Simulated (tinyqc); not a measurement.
## Read current of a NAND string, cells in series solved by shooting: effect of the read voltage on the selected word line

Cells in series, numbered from 0 at the source line (0 V) to the bit line, each followed by a gap resistance Rg. A cell with gate Vg, threshold VT, source Vs and drain Vd passes I = 2 nf K Vt^2 [F(Vs) - F(Vd)]/(1 + th max(Vg - VT, 0)), F(V) = ln^2(1 + exp((Vg - VT - nf V)/(2 nf Vt))). The selected cell has Vg = Vr, the others Vg = Vp.

For a trial current I start at 0 V and, cell by cell, solve for the drain: sqrt(F(Vd)) = sqrt(F(Vs) - I/k), k = 2 nf K Vt^2/(1 + th max(Vg - VT, 0)), Vd = [Vg - VT - 2 nf Vt ln(exp(sqrt F) - 1)]/nf, then add I Rg. The string current is the I for which the last node reaches Vbl. The apparent threshold is the Vr at which I = Is. Background: all other cells erased (VT = Ve) or all in the highest state (VT = Vh); ratio and shift are high over erased and high minus erased. The string has 128 cells and the selected one is cell 64.

Parameters, values chosen for the exercise; values of the order met in vertical NAND strings: temperature T = 300 K; gain factor of a cell K = 7.8 uA/V^2; slope factor nf = 1.6; mobility reduction factor th = 0.06 1/V; resistance of the gap between cells Rg = 15 kohm; bit-line voltage Vbl = 0.5 V; pass voltage Vp = 5.9 V; threshold of an erased cell Ve = -0.5 V; threshold of the highest state Vh = 3.3 V; threshold of the selected cell Vx = 2.7 V; sensing current Is = 20 nA.

Constants: q = 1.602176634e-19 C, kB = 1.380649e-23 J/K, Vt = kB T/q. Results are converted to the units shown.

The same in every row: apparent VT, erased (V) = 2.845; apparent VT, high (V) = 2.909; background shift (mV) = 63.32.

Result of one run:

| Vr (V) | I, others erased (uA) | I, others high (uA) | ratio |
|---|---|---|---|
| 4.8 | 0.08678 | 0.04728 | 0.5448 |

What becomes of these results when the read voltage on the selected word line Vr is changed from 4.8 to 4.4 V, all else the same?

Result of the changed run:

| Vr (V) | I, others erased (uA) | I, others high (uA) | ratio |
|---|---|---|---|
| 4.4 | 0.08643 | 0.04718 | 0.5459 |

The whole series:

| Vr (V) | I, others erased (uA) | I, others high (uA) | ratio |
|---|---|---|---|
| 2.4 | 1.149e-5 | 1.148e-5 | 0.9992 |
| 2.8 | 0.01453 | 0.01091 | 0.7513 |
| 3.2 | 0.07175 | 0.04303 | 0.5998 |
| 3.6 | 0.08411 | 0.04651 | 0.5529 |
| 4 | 0.08577 | 0.04699 | 0.5478 |
| 4.4 | 0.08643 | 0.04718 | 0.5459 |
| 4.8 | 0.08678 | 0.04728 | 0.5448 |
| 5.2 | 0.08700 | 0.04735 | 0.5442 |

As Vr goes from 2.4 to 5.2 V, the current with erased neighbours rises from 1.15e-5 to 0.0870 uA, that with high neighbours rises from 1.15e-5 to 0.0473 uA and the ratio falls from 0.999 to 0.544. The apparent thresholds do not depend on Vr.

Program tinyqc, `OMP_NUM_THREADS=1 python tinyqc.py 2142184 2142185 out.jsonl`; Intel Xeon 2.30GHz, shared host, one thread, about 1 s.
